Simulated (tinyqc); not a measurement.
Six-band k.p model of the valence band of a wurtzite crystal: one step. Levels and weights. Three cases, with inputs chosen for the exercise.

Task: H is one of the two 3 x 3 blocks into which the six-band matrix falls, in the basis HH, LH, CH of the unmixed zone-centre states. Diagonalise it.

Give: levels from the top; weights.

Case 1.

H(k) (eV), lower triangle (Hermitian):
```
            HH                  LH         CH
HH    0.047670
LH   -0.003336            0.036603
CH  -0.010156i  0.007825-0.010156i  -0.260142
```

Result:

levels from the top (eV): 0.0488  0.0364  -0.2610

weights:
```
      top  second  third
HH  0.937   0.062  0.001
LH  0.063   0.935  0.002
CH  0.001   0.002  0.997
```

Case 2.

H(k) (eV), lower triangle:
```
           HH         LH        CH
HH   0.138347
LH  -0.010642  -0.138453
CH          0   0.195727  0.014142
```

Result:

levels from the top (eV): 0.1508  0.1356  -0.2724

weights:
```
      top  second  third
HH  0.192   0.807  0.000
LH  0.265   0.054  0.682
CH  0.543   0.139  0.318
```

Case 3.

H(k) (eV), lower triangle (Hermitian):
```
            HH                  LH         CH
HH    0.046029
LH   -0.010414            0.034829
CH  -0.011774i  0.007920-0.011774i  -0.250744
```

Result:

levels from the top (eV): 0.0524  0.0297  -0.2519

weights:
```
      top  second  third
HH  0.741   0.257  0.002
LH  0.258   0.739  0.003
CH  0.000   0.004  0.996
```

Computed by tinyqc, one run a case: `OMP_NUM_THREADS=1 python tinyqc.py N N+1 out.jsonl` with N = 1080409, 1080445, 1080541; one thread of a shared Intel(R) Xeon(R) Processor @ 2.30GHz, about 0.01 s a run at most.
